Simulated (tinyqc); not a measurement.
# Worked calculation: floating body of a partially depleted SOI transistor: body voltage and kink

Computed by the program tinyqc: `OMP_NUM_THREADS=1 python tinyqc.py 2182044 2182045 out.jsonl`, one thread of a shared Intel Xeon 2.30GHz, about 0.2 s for the whole run. Printed values are rounded.

Source at 0 V. Channel current Ic = 2 nf K Vt^2 [F(0) - F(Vd)](1 + la Vd), F(V) = ln^2(1 + exp((Vg - VT - nf V)/(2 nf Vt))), VT = VT0 - gb Vb. Saturation voltage Vs = 2 Vt sqrt(F(0)) + 3 Vt, excess Ve = (Vd - Vs + sqrt((Vd - Vs)^2 + 0.0004 V^2))/2, multiplication M1 = Ai Ve exp(-Bl/Ve). Each junction passes D(v) = J1 (exp(v/Vt) - 1) + J2 (exp(v/(2 Vt)) - 1). Bipolar current Ib = bb J1 (exp(Vb/Vt) - 1). The body settles where M1 (Ic + Ib) = D(Vb) + D(Vb - Vd) + Vb/Rb; drain current Id = (1 + M1)(Ic + Ib) - D(Vb - Vd).

Inputs (values chosen for the exercise); values of the order met in partially depleted silicon-on-insulator transistors:
```
symbol,value,unit,meaning
T,358,K,temperature
VT0,0.43,V,threshold at zero body voltage
gb,0.18,,fall of the threshold per volt of body voltage
nf,1.17,,slope factor
K,150,uA/(V^2 um),gain factor per width
la,0.09,1/V,channel-length modulation factor
Ai,1.13,1/V,impact-ionisation prefactor
Bl,5,V,impact-ionisation voltage
J1,2.3e-10,uA/um,diffusion saturation current of each junction
J2,6e-7,uA/um,recombination saturation current of each junction
bb,3,,gain of the lateral bipolar transistor on the diffusion current
Rb,1e9,kohm um,"resistance of a weak body tie to the source (1e9 stands for no tie, and the term is then dropped)"
Vg,0.42,V,gate voltage
Vd,1.6,V,drain voltage
```

Constants: q = 1.602176634e-19 C, kB = 1.380649e-23 J/K, Vt = kB T/q. Results are converted to the units shown.

Range of the model: The multiplication law is an empirical form chosen for the exercise; self-heating and capacitive coupling to the body are left out, and the linear laws are rough once Vb passes about 0.7 V or M1 about 0.1.

## Starting value

Vb = 0.51 V.

Vb at the start = 0.51 V

## Iteration 1: new Vb

Current into the body I_in = M1 (Ic + Ib) - D(Vb - Vd), current out I_out = D(Vb) + Vb/Rb; f = ln(I_in/I_out), s = df/dVb by central differences over 1e-5 V, Vb(new) = Vb - f/s.

Ic = 0.762250 uA/um
Ve = 1.42038 V
M1 = 0.0474994
I_in = 0.0367026 uA/um
I_out = 0.00581029 uA/um
f = 1.84322
s = -23.2079 1/V
Vb after iteration 1 = 0.589422 V

## Iteration 2: new Vb

As before.

Ic = 0.936694 uA/um
Ve = 1.41092 V
M1 = 0.0460828
I_in = 0.0494761 uA/um
I_out = 0.0540942 uA/um
f = -0.0892373
s = -23.9423 1/V
Vb after iteration 2 = 0.585695 V

## Iteration 3: new Vb

As before.

Ic = 0.927926 uA/um
Ve = 1.41138 V
M1 = 0.0461501
I_in = 0.0484246 uA/um
I_out = 0.0484045 uA/um
f = 4.14774e-4
s = -24.1589 1/V
Vb after iteration 3 = 0.585712 V

## Course of the iteration

Stop when the step is below 1e-10 V, or after 40 iterations.

Course of the iteration:
```
iteration  Vb before the step (V)  step (V)
1                            0.51    0.0794
2                        0.589422  -3.73e-3
3                        0.585695   1.72e-5
4                        0.585712  3.26e-10
5                        0.585712         0
```

Converged in 5 iterations.

## Drain current with floating and with grounded body

converged Vb = 0.585712 V

Id and VT at the converged Vb, Id at Vb = 0, their ratio, and the bipolar share Ib/(Ic + Ib).

VT = 0.324572 V
Id, floating = 1.09781 uA/um
Id, grounded = 0.158165 uA/um
ratio = 6.94091
bipolar share = 11.5699 %

The body rises to 0.586 V and lowers the threshold by 105 mV.
